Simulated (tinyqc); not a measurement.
UHF in the sto-6g basis, for H2+, spin multiplicity 2, step by step. Computed by tinyqc, a small Python program that keeps every step (integrals from PySCF). Settings: charge = 1, multiplicity = 2, basis = sto-6g, energy threshold = 1e-09, iteration cap = 90, orthogonalisation = symmetric, start = Wolfsberg-Helmholz matrix, DIIS depth = 0, damping = 0.7, method = UHF. Command: `OMP_NUM_THREADS=1 python tinyqc.py 26925 26926 out.jsonl` (the two numbers bound the seeds that draw the settings). One thread of a shared host (Intel(R) Xeon(R) Processor @ 2.60GHz), about 0.03 s of CPU time with the checks. Later iterations appear only in the table of the cycle.

## One-electron integrals

Geometry (angstrom):
```
atom         x         y         z
H     0.000000  0.000000  0.000000
H     0.000000  0.000000  0.928000
```

Basis sto-6g: exponents (1/bohr^2) and contraction coefficients of normalised primitives:
```
element  l (shell)   exponent  coefficient
H            s (1)  35.523221     0.009164
H            s (1)   6.513144     0.049361
H            s (1)   1.822143     0.168538
H            s (1)   0.625955     0.370563
H            s (1)   0.243077     0.416492
H            s (1)   0.100112     0.130334
```

Overlap, kinetic and nuclear-attraction integrals over the contracted functions; the nuclear repulsion is the sum of Za Zb / Rab.

nuclear repulsion = 0.57023406 hartree

overlap S, order 1H 1s, 2H 1s:
```
[[1.000000, 0.539973],
 [0.539973, 1.000000]]
```

kinetic energy T (hartree), order 1H 1s, 2H 1s:
```
[[0.768522, 0.139710],
 [0.139710, 0.768522]]
```

nuclear attraction V (hartree), order 1H 1s, 2H 1s:
```
[[-1.786414, -0.894818],
 [-0.894818, -1.786414]]
```

core Hamiltonian H = T + V (hartree), order 1H 1s, 2H 1s:
```
[[-1.017891, -0.755107],
 [-0.755107, -1.017891]]
```

## Two-electron integrals

Functions are numbered as in S; the eight-fold symmetry (ij|kl) = (ji|kl) = (kl|ij) leaves the list below.

Two-electron integrals (ij|kl) in chemists' order, unique and non-zero (hartree):
```
(11|11) 0.774999   (21|11) 0.343861   (21|21) 0.190010   (22|11) 0.502091
(22|21) 0.343861   (22|22) 0.774999
```

## Orthogonalisation

S = U s U^T; symmetric (Loewdin) form X = U s^(-1/2) U^T, so that X^T S X = 1.

eigenvalues of S: [0.460027, 1.539973]

X, order 1H 1s, 2H 1s:
```
[[1.140103, -0.334273],
 [-0.334273, 1.140103]]
```

## Starting guess

The start is the generalised Wolfsberg-Helmholz matrix (K = 1.75) built on H; D(s) = C_occ C_occ^T for each spin.

D(alpha) at the start, order 1H 1s, 2H 1s:
```
[[0.324681, 0.324681],
 [0.324681, 0.324681]]
```

D(beta) at the start, order 1H 1s, 2H 1s:
```
[[0.000000, 0.000000],
 [0.000000, 0.000000]]
```

## Iteration 1: building the Fock matrix

J_ij = sum D_kl (ij|kl) with D = D(alpha) + D(beta), K_ij = sum D_kl (ik|jl) for each spin; F = H + J - K(s); E = tr D H + tr D J / 2 - 0.5 sum_s tr D(s) K(s) + E_nn.

Coulomb J (hartree), order 1H 1s, 2H 1s:
```
[[0.637937, 0.346676],
 [0.346676, 0.637937]]
```

exchange K(alpha) (hartree), order 1H 1s, 2H 1s:
```
[[0.536610, 0.448003],
 [0.448003, 0.536610]]
```

exchange K(beta) (hartree), order 1H 1s, 2H 1s:
```
[[0.000000, 0.000000],
 [0.000000, 0.000000]]
```

F(alpha) (hartree), order 1H 1s, 2H 1s:
```
[[-0.916565, -0.856434],
 [-0.856434, -0.916565]]
```

F(beta) (hartree), order 1H 1s, 2H 1s:
```
[[-0.379954, -0.408431],
 [-0.408431, -0.379954]]
```

total energy of this density = -0.58108397 hartree

This density is the starting one.

## Iteration 1: diagonalisation and new density

Diagonalise F' = X^T F X, C = X C', fill 1 alpha and 0 beta electrons from the bottom; D(s) = C_occ C_occ^T; the new density keeps 0.7 of the old one (damping). Each column has its largest component positive (the first on a tie).

F' = X^T F X (alpha) (hartree):
```
[[-0.641015, -0.510303],
 [-0.510303, -0.641015]]
```

orbital energies (alpha) (hartree): [-1.151318, -0.130711]

coefficients C (alpha), order 1H 1s, 2H 1s:
```
[[0.569808, 1.042541],
 [0.569808, -1.042541]]
```

F' = X^T F X (beta) (hartree):
```
[[-0.225022, -0.286925],
 [-0.286925, -0.225022]]
```

orbital energies (beta) (hartree): [-0.511948, 0.061903]

coefficients C (beta), order 1H 1s, 2H 1s:
```
[[0.569808, 1.042541],
 [0.569808, -1.042541]]
```

D(alpha) after iteration 1, order 1H 1s, 2H 1s:
```
[[0.324681, 0.324681],
 [0.324681, 0.324681]]
```

D(beta) after iteration 1, order 1H 1s, 2H 1s:
```
[[0.000000, 0.000000],
 [0.000000, 0.000000]]
```

## Iteration 2: building the Fock matrix

As before.

Coulomb J (hartree), order 1H 1s, 2H 1s:
```
[[0.637937, 0.346676],
 [0.346676, 0.637937]]
```

exchange K(alpha) (hartree), order 1H 1s, 2H 1s:
```
[[0.536610, 0.448003],
 [0.448003, 0.536610]]
```

exchange K(beta) (hartree), order 1H 1s, 2H 1s:
```
[[0.000000, 0.000000],
 [0.000000, 0.000000]]
```

F(alpha) (hartree), order 1H 1s, 2H 1s:
```
[[-0.916565, -0.856434],
 [-0.856434, -0.916565]]
```

F(beta) (hartree), order 1H 1s, 2H 1s:
```
[[-0.379954, -0.408431],
 [-0.408431, -0.379954]]
```

total energy of this density = -0.58108397 hartree

This density is a damped mixture and is not idempotent.

## Iteration 2 (converged): orbitals

Diagonalise F' = X^T F X, C = X C', fill 1 alpha and 0 beta electrons from the bottom; D(s) = C_occ C_occ^T. Each column has its largest component positive (the first on a tie).

F' = X^T F X (alpha) (hartree):
```
[[-0.641015, -0.510303],
 [-0.510303, -0.641015]]
```

orbital energies (alpha) (hartree): [-1.151318, -0.130711]

coefficients C (alpha), order 1H 1s, 2H 1s:
```
[[0.569808, 1.042541],
 [0.569808, -1.042541]]
```

F' = X^T F X (beta) (hartree):
```
[[-0.225022, -0.286925],
 [-0.286925, -0.225022]]
```

orbital energies (beta) (hartree): [-0.511948, 0.061903]

coefficients C (beta), order 1H 1s, 2H 1s:
```
[[0.569808, 1.042541],
 [0.569808, -1.042541]]
```

D(alpha) after iteration 2, order 1H 1s, 2H 1s:
```
[[0.324681, 0.324681],
 [0.324681, 0.324681]]
```

D(beta) after iteration 2, order 1H 1s, 2H 1s:
```
[[0.000000, 0.000000],
 [0.000000, 0.000000]]
```

## Convergence

Stop when the energy changes by less than 1e-09 hartree and every element of the error matrix X^T (F D S - S D F) X (for each spin) is below 9e-06.

Course of the cycle:
```
iteration  E (hartree)    change  largest element of the error matrix
1          -0.58108397         -                             2.76e-16
2          -0.58108397  0.000000                             2.76e-16
```

PySCF UHF in the same basis, after a stability check = -0.58108397 hartree

Converged in 2 iterations.

## Populations, bond orders and dipole

Mulliken: Z minus the diagonal of D S on the atom; Loewdin: the same with S^(1/2) D S^(1/2); Mayer order: 2 sum_s sum (D(s) S)_ij (D(s) S)_ji over the two atoms.

Charges (e):
```
atom  Mulliken   Loewdin  Mulliken spin
1H    0.500000  0.500000       0.500000
2H    0.500000  0.500000       0.500000
```

Mayer bond orders:
```
pair     order
2-1   0.500000
```

dipole moment about the origin, x y z (debye): [0.000000, 0.000000, 2.228687]

<S^2> of the determinant (pure state: 0.75) = 0.750000
